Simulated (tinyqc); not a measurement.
Interface traps by the conductance method, a continuum of levels: one step of the calculation.

MOS capacitor on an n-type substrate; psi is the band bending, negative in depletion; only majority carriers are counted. The traps exchange electrons with the conduction band; their admittance lies in parallel with Cd, and that pair in series with Cox and Rs. w = 2 pi f.

Problem. Capacitances and time constant. Cox = 3.9 eps0/EOT, LD = sqrt(eps0 eps_r Vt/(q Nd)), u = psi/Vt, Cd = (eps0 eps_r/(sqrt(2) LD)) |exp(u) - 1|/sqrt(exp(u) - u - 1); ns = Nd exp(u); tau = 1/(sn vth ns), Cit = q Dit (Dit per eV).

Values chosen for this exercise; band and dielectric values close to those of silicon: temperature T = 350 K; relative permittivity eps_r = 11.8; donor density Nd = 1.3e17 cm^-3; equivalent oxide thickness EOT = 22 nm; band bending psi ps = -0.196 V; capture cross-section for electrons sn = 2.3e-16 cm^2; thermal velocity vth = 2.5e7 cm/s; interface trap density Dit = 1.3e12 cm^-2 eV^-1.

Constants: q = 1.602176634e-19 C, kB = 1.380649e-23 J/K, Vt = kB T/q, eps0 = 8.8541878128e-14 F/cm where lengths are in cm. Results are converted to the units shown.

Find: Cox; Cd; ns; tau; Cit.

Solution.

Cox = 156.96 nF/cm^2
Cd = 255.72 nF/cm^2
ns = 1.9573e14 cm^-3
tau = 8.8851e-7 s
Cit = 208.28 nF/cm^2

Computed by the program tinyqc: `OMP_NUM_THREADS=1 python tinyqc.py 2030018 2030019 out.jsonl`, one thread of a shared Intel Xeon 2.30GHz, about 0.01 s for the whole run.
